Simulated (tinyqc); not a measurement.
Capillary instabilities by surface diffusion: grooving and agglomeration of films, edge retraction, wire break-up and smoothing of roughness: one step, computed by the program tinyqc. Command: `OMP_NUM_THREADS=1 python tinyqc.py 3030552 3030553 out.jsonl dewet walk`. One thread of a shared host (Intel(R) Xeon(R) Processor @ 2.30GHz), about 0.01 s of CPU time with the checks.

Isotropic surface energy; shapes change by surface diffusion alone.

Problem. The Mullins constant. B = D_s nu gamma_s Omega^2/(k_B T), D_s = D0 exp(-Q/(k_B T)).

Inputs (values chosen for the exercise, for a model film):
```
quantity,value,unit
surface energy gamma_s,3.41,J/m^2
atomic volume Omega,13.6,angstrom^3
surface sites nu,9.6,1/nm^2
prefactor D0,0.00025,m^2/s
activation energy Q,2.23,eV
temperature T,863,K
time t,490,s
```

Constants: k_B = 8.617333262e-05 eV/K; k_B = 1.380649e-23 J/K.

Give: D_s; B; length (B t)^(1/4).

Solution.

D_s = 2.372e-17 m^2/s

B = 12.05 nm^4/s

length (B t)^(1/4) = 8.767 nm

Lengths grow as t^(1/4): doubling one takes 16 times as long, or roughly 91 K more.
